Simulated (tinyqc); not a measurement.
Inside a calculation. Method: plane-wave Kohn-Sham cycle with exchange-only LDA in a layered model solid. Computed by tinyqc, a small Python program that keeps every step. Settings: points = 16, plane-wave index or count = 3, electrons = 4, k points = 2, area = 33.0, mixing = 0.8, iteration cap = 52, Kerker q0 = 0.84. Command: `OMP_NUM_THREADS=1 python tinyqc.py 31242 31243 out.jsonl` (the two numbers bound the seeds that draw the settings). One thread of a shared host (Intel(R) Xeon(R) Processor @ 2.60GHz), about 0.01 s of CPU time with the checks. Later iterations appear only in the table of the cycle.

## Iteration 1: potential

A solid whose potential varies along x alone (atomic units):
```
parameter                      value
period a                    4.600000
cross-section of the cell  33.000000
electrons per cell                 4
grid points                       16
plane waves -n..n, n               3
k points                           2
V1 in V1 cos(2 pi x/a)     -0.640000
```

density at the start, on the grid x_j = j a/N (e/bohr^3): 0.02635046  0.02635046  0.02635046  0.02635046  0.02635046  0.02635046  0.02635046  0.02635046  0.02635046  0.02635046  0.02635046  0.02635046  0.02635046  0.02635046  0.02635046  0.02635046

V_H(G) = 4 pi rho(G)/G^2 for G != 0 (uniform background); v_x = -(3 rho/pi)^(1/3); V = V_ext + V_H + v_x; Fourier components f(G_m) = (1/N) sum_j f(x_j) exp(-i G_m x_j).

Potentials on the grid (hartree):
```
x             V_ext       V_H        v_x          V
0.000000  -0.640000  0.000000  -0.293035  -0.933035
0.287500  -0.591283  0.000000  -0.293035  -0.884318
0.575000  -0.452548  0.000000  -0.293035  -0.745584
0.862500  -0.244917  0.000000  -0.293035  -0.537953
1.150000          0  0.000000  -0.293035  -0.293035
1.437500   0.244917  0.000000  -0.293035  -0.048118
1.725000   0.452548  0.000000  -0.293035   0.159513
2.012500   0.591283  0.000000  -0.293035   0.298248
2.300000   0.640000  0.000000  -0.293035   0.346965
2.587500   0.591283  0.000000  -0.293035   0.298248
2.875000   0.452548  0.000000  -0.293035   0.159513
3.162500   0.244917  0.000000  -0.293035  -0.048118
3.450000          0  0.000000  -0.293035  -0.293035
3.737500  -0.244917  0.000000  -0.293035  -0.537953
4.025000  -0.452548  0.000000  -0.293035  -0.745584
4.312500  -0.591283  0.000000  -0.293035  -0.884318
```

V(G_m), m = 0, 1, 2, ... (hartree): -0.293035  -0.320000  0.000000  0.000000  0.000000  0.000000  0.000000

## Iteration 1: Hamiltonian at one k

k = 0.250000 2 pi / a

H(m,m') = (k + G_m)^2/2 delta + V(G_m - G_m'), with V(-G) = V(G).

H (hartree), lower triangle:
```
           -3         -2         -1         +0         +1         +2        +3
-3   6.761680
-2  -0.320000   2.563833
-1   0.000000  -0.320000   0.231696
+0   0.000000   0.000000  -0.320000  -0.234732
+1   0.000000   0.000000   0.000000  -0.320000   1.164550
+2   0.000000   0.000000   0.000000   0.000000  -0.320000   4.429542
+3   0.000000   0.000000   0.000000   0.000000   0.000000  -0.320000  9.560244
```

## Iteration 1: levels at that k

Diagonalise the Hermitian matrix.

eigenvalues (hartree): -0.455543  0.332893  1.208700  2.583565  4.441004  6.786023  9.580172

## Iteration 1: new density

Motion across x is left out: the lowest 2 band(s) hold two electrons at each of the k points (j + 1/2)/nk - 1/2. Residual R = rho(out) - rho(in); rho(new) = rho(in) + 0.8 R, with R(G) scaled by G^2/(G^2 + 0.84^2) (Kerker). rho(out) = 2/(a A nk) sum |psi|^2 with psi = sum c exp(i G x). Harris energy E = band energy - dV sum rho (V_H/2 + v_x) + (3/4) dV sum rho v_x with rho(in), dV = a A/N, band energy = (2/nk) sum of the filled levels.

rho(out) (e/bohr^3): 0.03427217  0.03432568  0.03383831  0.03171936  0.02781553  0.02312811  0.01896838  0.01622869  0.01528709  0.01622869  0.01896838  0.02312811  0.02781553  0.03171936  0.03383831  0.03432568

density after iteration 1 (e/bohr^3): 0.03061404  0.03078215  0.03077527  0.02971587  0.02741860  0.02455395  0.02200831  0.02034987  0.01978529  0.02034987  0.02200831  0.02455395  0.02741860  0.02971587  0.03077527  0.03078215

energy per cell = 0.04773452 hartree

## Iteration 2: potential

As before.

Potentials on the grid (hartree):
```
x             V_ext        V_H        v_x          V
0.000000  -0.640000   0.036933  -0.308057  -0.911124
0.287500  -0.591283   0.034701  -0.308620  -0.865201
0.575000  -0.452548   0.027880  -0.308597  -0.733265
0.862500  -0.244917   0.016558  -0.305014  -0.533374
1.150000          0   0.001851  -0.296942  -0.295092
1.437500   0.244917  -0.013916  -0.286218  -0.055217
1.725000   0.452548  -0.027845  -0.275964   0.148739
2.012500   0.591283  -0.037343  -0.268851   0.285089
2.300000   0.640000  -0.040704  -0.266341   0.332955
2.587500   0.591283  -0.037343  -0.268851   0.285089
2.875000   0.452548  -0.027845  -0.275964   0.148739
3.162500   0.244917  -0.013916  -0.286218  -0.055217
3.450000          0   0.001851  -0.296942  -0.295092
3.737500  -0.244917   0.016558  -0.305014  -0.533374
4.025000  -0.452548   0.027880  -0.308597  -0.733265
4.312500  -0.591283   0.034701  -0.308620  -0.865201
```

V(G_m), m = 0, 1, 2, ... (hartree): -0.292176  -0.311428  0.001500  0.000399  0.000044  0.000009  0.000002

## Iteration 2: Hamiltonian at one k

k = 0.250000 2 pi / a

As before.

H (hartree), lower triangle:
```
           -3         -2         -1         +0         +1         +2        +3
-3   6.762539
-2  -0.311428   2.564692
-1   0.001500  -0.311428   0.232555
+0   0.000399   0.001500  -0.311428  -0.233872
+1   0.000044   0.000399   0.001500  -0.311428   1.165410
+2   0.000009   0.000044   0.000399   0.001500  -0.311428   4.430402
+3   0.000002   0.000009   0.000044   0.000399   0.001500  -0.311428  9.561104
```

## Iteration 2: levels at that k

As before.

eigenvalues (hartree): -0.444756  0.330059  1.207289  2.583386  4.441257  6.785609  9.579987

## Iteration 2: new density

As before.

rho(out) (e/bohr^3): 0.03402882  0.03408627  0.03363185  0.03160036  0.02782038  0.02324811  0.01916650  0.01646710  0.01553740  0.01646710  0.01916650  0.02324811  0.02782038  0.03160036  0.03363185  0.03408627

density after iteration 2 (e/bohr^3): 0.03251464  0.03264951  0.03244803  0.03087033  0.02771188  0.02382242  0.02034710  0.01805958  0.01727503  0.01805958  0.02034710  0.02382242  0.02771188  0.03087033  0.03244803  0.03264951

energy per cell = 0.05661031 hartree

## Convergence

Stop when sqrt(dV sum R^2) is below 1e-8, dV = a A/N.

Course of the cycle:
```
iteration  E (hartree)  norm of the residual
1           0.04773452              8.83e-02
2           0.05661031              3.44e-02
3           0.05791796              1.35e-02
4           0.05811650              5.34e-03
5           0.05814723              2.11e-03
6           0.05815203              8.33e-04
7           0.05815278              3.29e-04
8           0.05815289              1.30e-04
9           0.05815291              5.14e-05
10          0.05815292              2.03e-05
11          0.05815292              8.01e-06
12          0.05815292              3.16e-06
13          0.05815292              1.25e-06
14          0.05815292              4.93e-07
15          0.05815292              1.95e-07
16          0.05815292              7.69e-08
17          0.05815292              3.04e-08
18          0.05815292              1.20e-08
19          0.05815292              4.74e-09
```

Converged in 19 iterations. Before convergence this energy mixes input and output and is not variational, so it may rise towards its limit.
